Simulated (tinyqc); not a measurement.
What each parameter does: heterojunction of two tight-binding chains.

Left chain: hopping -t1, sites at 2 t1 (band bottom 0). Right chain: hopping -t2, sites at dE + 2 t2 (bottom dE). t = c/(m a^2), c = hbar^2/2m0. The bond across the interface is -tc with tc = f sqrt(t1 t2), and the last left site has the extra energy U. In a chain E = bottom + 2t (1 - cos(ka)); the surface Green function of a half chain is g = -exp(ika)/t, with Im k > 0 where cos(ka) > 1.

Constants: hbar^2/2m0 = 3.80998211 eV angstrom^2.

Values chosen for the exercise (masses and offset of the size met at InGaAs / InP; the results hold for these values, not for the real material): a = 2.8 angstrom (site spacing); m1 = 0.037 m0 (mass on the left); m2 = 0.073 m0 (mass on the right); dE = 0.27 eV (band offset); f = 1 (factor on the interface hopping); U = -0.49 eV (extra energy on the last left site); E = 0.57 eV (electron energy).

T = 4 Im(S1) Im(S2) |G|^2 with G = 1/(E - 2 t1 - U - S1 - S2), S1 = -t1 exp(i k1 a), S2 = -(tc^2/t2) exp(i k2 a).

One parameter was then changed.

Results before and after:
```
case,T,k1 a,k2 a
base,0.9924,0.2087,0.2127
changed,0.9921,0.2087,0.2298
```

Which of these changes was made? (a) m2 = 0.0876 m0; (b) f = 0.9; (c) dE = 0.22 eV; (d) U = -0.29 eV; (e) a = 2.24 angstrom; (f) m1 = 0.0444 m0.

Answer: (c) dE = 0.22 eV. Of the candidates, run in turn, only this one gives the changed row.

All candidates:
```
case,T,k1 a,k2 a
base,0.9924,0.2087,0.2127
m1 = 0.0444 m0,0.9867,0.2287,0.2127
m2 = 0.0876 m0,0.9918,0.2087,0.2331
dE = 0.22 eV,0.9921,0.2087,0.2298
f = 0.9,0.8573,0.2087,0.2127
U = -0.29 eV,0.9973,0.2087,0.2127
a = 2.24 angstrom,0.9951,0.1669,0.1700
```

tinyqc: `OMP_NUM_THREADS=1 python tinyqc.py 1451974 1451975 out.jsonl`; about 0.01 s, one thread, shared Intel(R) Xeon(R) Processor @ 2.30GHz.
